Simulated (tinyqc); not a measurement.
# Worked calculation: octagonal on-chip spiral inductor, lumped pi model

Numbers from tinyqc (`OMP_NUM_THREADS=1 python tinyqc.py 2302022 2302023 out.jsonl`; about 0.01 s on one thread of a shared Intel Xeon 2.30GHz). Printed values are rounded.

Outer diameter do = di + 2 n wd + 2 (n - 1) sp, mean da = (do + di)/2, fill p = (do - di)/(do + di), length l = 3.314 n da. L = 2.25 mu0 n^2 da/(1 + 3.55 p), mu0 = 4 pi 1e-7 H/m. Rs = rho l/(wd delta (1 - exp(-th/delta))), delta = sqrt(rho/(pi f mu0)). Cs = n wd^2 eps0 eo/hu across the coil. At each end Cox = l wd eps0 eo/(2 ho) leads to the substrate branch Rsi = 2 rs he/(l wd) in parallel with Csi = l wd eps0 11.7/(2 he). With one end grounded Y = 1/(Rs + i w L) + i w Cs + 1/[1/(i w Cox) + 1/(1/Rsi + i w Csi)], w = 2 pi f; Q = -Im Y/Re Y. Eddy currents in neighbouring turns and in the substrate are left out.

Inputs (values chosen for the exercise); values of the order met in silicon radio-frequency processes:
- n = 3.5 (number of turns)
- wd = 15 um (line width)
- sp = 1.5 um (space between turns)
- di = 80 um (inner diameter)
- th = 4 um (metal thickness)
- rho = 2.2 uohm cm (metal resistivity)
- ho = 9.6 um (oxide below the coil)
- hu = 0.9 um (oxide between coil and underpass)
- eo = 3.9 (relative permittivity of the oxide)
- rs = 10 ohm cm (substrate resistivity)
- he = 30 um (effective spreading depth in the substrate)
- f = 1.2 GHz (frequency)

Constants: eps0 = 8.8541878128e-12 F/m. Results are converted to the units shown.

## Geometry and model elements

do, l, L, delta, Rs, Cs, Cox, Rsi and Csi as defined.

do = 192.5 um
l = 1580.36 um
L = 1.91400 nH
delta = 2.15497 um
Rs = 1.27480 ohm
Cs = 30.2149 fF
Cox = 42.6344 fF
Rsi = 253.106 ohm
Csi = 40.9290 fF

Rs is 2.20 times the direct-current value in this empirical form, which overstates the skin effect of a flat slab when delta is near th and so stands in for some current crowding.

## Admittance, quality factor and apparent inductance

Series branch 1/(Rs + i w L), substrate branch, total Y, Q = -Im Y/Re Y, apparent inductance Im(1/Y)/w, metal-only value w L/Rs, share of the loss in the substrate Re(substrate branch)/Re Y.

series branch = 6.0738-68.7575i mS
substrate branch = 0.025506+0.317389i mS
Y = 6.0993-68.2123i mS
Q = 11.1836
apparent inductance = 1.92894 nH
w L/Rs = 11.3204
share of the loss in the substrate = 0.418177 %

Q is 98.8 % of the metal-only value.
